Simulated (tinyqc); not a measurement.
Resistance of a source-drain extension with a graded tip: one step of the calculation.

y runs along the channel, the gate covers y > 0. The doping is N0 for y < y0 and N0 10^(-(y - y0)/la) beyond, uniform over the depth xj. Sheet conductance s(y) = q mu(N) max(N - Nch, 0) xj + (for y > 0) ma Cox Vo, with mu(N) = u0 + (u1 - u0)/(1 + (N/Nr)^au) and Cox = eps0 eox/tox. Current is taken as one-dimensional; depletion of the tip, spreading and the contact are left out. The metallurgical junction lies at yj, where N = Nch.

Problem. Resistance of the overlapped part. Midpoint rule on 8 equal steps from 0 to yj: R_ov = sum h/s(y), per width.

Values chosen for this exercise; mobility law close to that of electrons in silicon: relative permittivity of the gate insulator (close to silicon nitride) eox = 7.46; insulator thickness tox = 5.9 nm; active doping of the extension far from the gate N0 = 1e20 cm^-3; lateral abruptness la = 4.1 nm/decade; position under the gate where the fall begins (gate edge at 0) y0 = -0.6 nm; depth of the extension xj = 15 nm; channel doping Nch = 1.3e18 cm^-3; gate overdrive Vo = 0.81 V; mobility of the gate-induced layer ma = 99 cm^2/(V s); mobility at low doping u1 = 1414 cm^2/(V s); mobility at high doping u0 = 68.5 cm^2/(V s); reference doping Nr = 9.2e16 cm^-3; exponent au = 0.711.

Constants: q = 1.602176634e-19 C, eps0 = 8.8541878128e-14 F/cm where lengths are in cm. Results are converted to the units shown.

Give: y; N; doped conductance; sheet resistance; R_ov.

Solution.

| point | y (nm) | N (cm^-3) | doped conductance (uS) | sheet resistance (ohm/square) |
|---|---|---|---|---|
| 0 | 0.4458 | 5.558e19 | 1077 | 857.4 |
| 1 | 1.337 | 3.369e19 | 688.3 | 1285 |
| 2 | 2.229 | 2.042e19 | 444.7 | 1871 |
| 3 | 3.121 | 1.237e19 | 288.8 | 2641 |
| 4 | 4.012 | 7.500e18 | 186.1 | 3625 |
| 5 | 4.904 | 4.546e18 | 115.1 | 4880 |
| 6 | 5.795 | 2.755e18 | 62.48 | 6568 |
| 7 | 6.687 | 1.670e18 | 19.60 | 9143 |

R_ov = 27.52 ohm um

Computed by the program tinyqc: `OMP_NUM_THREADS=1 python tinyqc.py 2282277 2282278 out.jsonl`, one thread of a shared Intel Xeon 2.30GHz, about 0.03 s for the whole run.
